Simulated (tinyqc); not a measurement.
Printed widths: electron-beam lithography: double-Gaussian proximity function, edge placement and dose correction for parallel lines. Computed by tinyqc, a small Python program. Command: `OMP_NUM_THREADS=1 python tinyqc.py 3111723 3111724 out.jsonl proximity walk`. One thread of a shared host (Intel(R) Xeon(R) Processor @ 2.30GHz), about 0.01 s of CPU time with the checks.

Lines are infinitely long. Absorbed energy is counted so that the middle of a very large area written at dose 1 receives 1; the resist develops where it exceeds 1/2.

Inputs (values chosen for the exercise, of the order of those for 10 keV electrons in resist on silicon): forward range alpha = 0.029 micrometre; backscatter range beta = 1.1 micrometre; backscatter ratio eta = 0.9.

line widths (micrometre): 1.3  0.093  0.085  0.068  0.071

gaps between the lines (micrometre): 0.069  0.059  0.21  0.41

Method:
- The first line starts at x = 0; each next one starts after the width and the gap.
- f(r) = [exp(-r^2/alpha^2)/alpha^2 + eta exp(-r^2/beta^2)/beta^2]/(pi (1 + eta)). A line from a to b at dose d gives E(x) = d [S(alpha) + eta S(beta)]/(1 + eta), S(s) = [erf((b - x)/s) - erf((a - x)/s)]/2.
- M_ij is the mean of E at the two edges of line i from line j at dose 1.
- Uncorrected edge energies are M 1. Solve M d = 1/2 for the doses d that put the mean edge energy of every line at the threshold.
- Edges are the roots of E(x) = 1/2 between a line centre and the middle of the next gap. Three cases: dose 1 everywhere; one common dose equal to the mean of d; the corrected doses.

Lines (micrometre):
```
line  left edge  right edge  centre
1         0.000       1.300  0.6500
2         1.369       1.462  1.4155
3         1.521       1.606  1.5635
4         1.816       1.884  1.8500
5         2.294       2.365  2.3295
```

corrected doses: 1 0.96867, 2 0.91911, 3 1.00933, 4 1.20048, 5 1.49264

Width error, printed less drawn (nm):
```
line  drawn width (nm)   dose 1  mean dose  corrected
1                 1300    2.500     12.992   0.031338
2                   93    4.339     15.185   0.013738
3                   85   -0.749      9.808   0.035481
4                   68  -11.588     -1.045   0.013648
5                   71  -29.803    -17.366   0.005970
```

What does the comparison show, and why?

With the common mean dose the errors span 32.6 nm. With corrected doses the largest error is 0.04 nm.

Extremes, crossings and ranges named in words are read from the listed rows.
